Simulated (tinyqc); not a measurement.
Self-heating of a transistor with one or more fingers, with temperature-dependent conductivity: one step, computed by the program tinyqc.

N long parallel fingers lie on the top face of a slab whose bottom is held at T_0; the top is otherwise insulated, and heat flows in two dimensions. P in W/mm is 1000 P in W/m.

Problem. Extra rise from ballistic phonons. Near a source smaller than the free path, Fourier's law overstates the flow. Rough estimate: a strip that emits phonons into a half space adds a resistance times area of 4 Lambda/(3 kappa_0), from the ballistic flux C v Delta T/4 with kappa_0 = C v Lambda/3, so Delta T_b = 4 Lambda P/(3 kappa_0 w); Knudsen number Lambda/w.

Inputs (values chosen for the exercise, modelled on gallium oxide): conductivity at the base temperature kappa_0 = 17.4 W/(m K); power per gate width P = 0.13 W/mm; width of the heat source w = 0.65 micrometre; phonon free path Lambda = 18 nm.

Power: power rises with temperature.

largest theta = 41.54424 K

Give: Knudsen number; ballistic rise Delta T_b; Delta T_b / largest theta.

Solution.

Knudsen number = 0.02769

ballistic rise Delta T_b = 0.2759 K

Delta T_b / largest theta = 0.006640

By this estimate the ballistic term is at most a fifth of the Fourier rise.
